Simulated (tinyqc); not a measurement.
# Worked calculation: one-dimensional ballistic tunnel FET, two-band WKB

tinyqc, about 0.01 s, one thread, Intel Xeon 2.30GHz (shared host): `OMP_NUM_THREADS=1 python tinyqc.py 2620024 2620025 out.jsonl` Printed values are rounded.

A p-type source for x < 0 with its Fermi level at 0 and its valence edge at ds; in the channel the bands fall as D exp(-x/lam) towards their flat values, with the conduction edge at Ec = ds - dP and D = dP + Eg. The gate moves dP one to one. The drain Fermi level lies at -Vd and the drain side reflects nothing. For w = E - Ec between 0 and dP an electron crosses the gap. Two-band dispersion with equal masses m: inside the gap kappa = sqrt(m u (1 - u/Eg)/C), u the distance from a band edge, C = hbar^2/(2 m0).

Inputs (values chosen for the exercise); band and dielectric values close to those of germanium: temperature T = 300 K; band gap Eg = 0.655 eV; band-edge mass of the two-band model m = 0.049 m0; screening length of the source junction lam = 3.9 nm; source valence edge above the source Fermi level ds = 0.14 eV; drain bias Vd = 0.5 V; number of degenerate subbands (spin apart) g = 2; tunnelling window Ev(source) - Ec(channel) dP = 0.18 eV; energy above the channel conduction edge w0 = 0.08 eV; cells of the path nc = 9; points of the energy grid nE = 9.

Constants: q = 1.602176634e-19 C, kB = 1.380649e-23 J/K, hbar = 1.054571817e-34 J s, h = 6.62607015e-34 J s, m0 = 9.1093837015e-31 kg, Vt = kB T/q, hbar^2/(2 m0) = 0.0380998212 eV nm^2. Results are converted to the units shown.

Range of the model: The two-band model describes a direct gap; phonon-assisted tunnelling across an indirect gap is left out.

## The path through the gap by the midpoint rule

At w = w0 the path runs from xa = lam ln(D/(w + Eg)) to xb = lam ln(D/w); u(x) = w + Eg - D exp(-x/lam) is the height above the valence edge. Cut it into nc equal cells: S = 2 (cell width) times the sum of kappa at the centres.

xa = 0.4974888 nm
xb = 9.147080 nm

```
cell    x (nm)     u (eV)  kappa (1/nm)
0     0.978022  0.0852050     0.3087506
1     1.939087  0.2271278     0.4368256
2     2.900153  0.3380530     0.4586714
3     3.861219  0.4247509     0.4382098
4     4.822284  0.4925129     0.3964005
5     5.783350  0.5454749     0.3424997
6     6.744416  0.5868694     0.2801933
7     7.705481  0.6192228     0.2085654
8     8.666547  0.6445099     0.1152179
```

S = 5.738204

## The exponent in closed form

S(w) = 2 lam int_0^Eg kappa(u) du/(w + Eg - u) = 2 pi lam sqrt(m/(C Eg)) [w + Eg/2 - sqrt(w (w + Eg))], T(w) = exp(-S). The common triangular estimate is S = (4/3) lam sqrt(m/C) Eg^1.5/(dP + Eg) for all w.

S(w0) = 5.666022
T(w0) = 0.003461608
triangular S = 3.743824

The midpoint value is 1.3 % above the closed form, and the triangular estimate 34 % below it.

## Current on a coarse grid

S(w) = 2 lam int_0^Eg kappa(u) du/(w + Eg - u) = 2 pi lam sqrt(m/(C Eg)) [w + Eg/2 - sqrt(w (w + Eg))], T(w) = exp(-S). I = g (2 q^2/h) int_0^dP T(w) [f(E) - f(E + Vd)] dw, E = ds - dP + w, f(x) = 1/(1 + exp(x/Vt)). Simpson's rule on nE equally spaced points.

```
point     w (eV)         T(w)  difference of the f
0      0.0000000  1.306835e-5            0.8245189
1      0.0225000  4.186491e-4            0.6630532
2      0.0450000  0.001235488            0.4517980
3      0.0675000  0.002528255            0.2565940
4      0.0900000  0.004320236            0.1262990
5      0.1125000  0.006613992           0.05708551
6      0.1350000  0.009397605           0.02472839
7      0.1575000   0.01264939           0.01050750
8      0.1800000   0.01634139          0.004427681
```

I = 0.009882027 uA

A converged quadrature gives 0.009891 uA; this grid is 0.093 % below that.
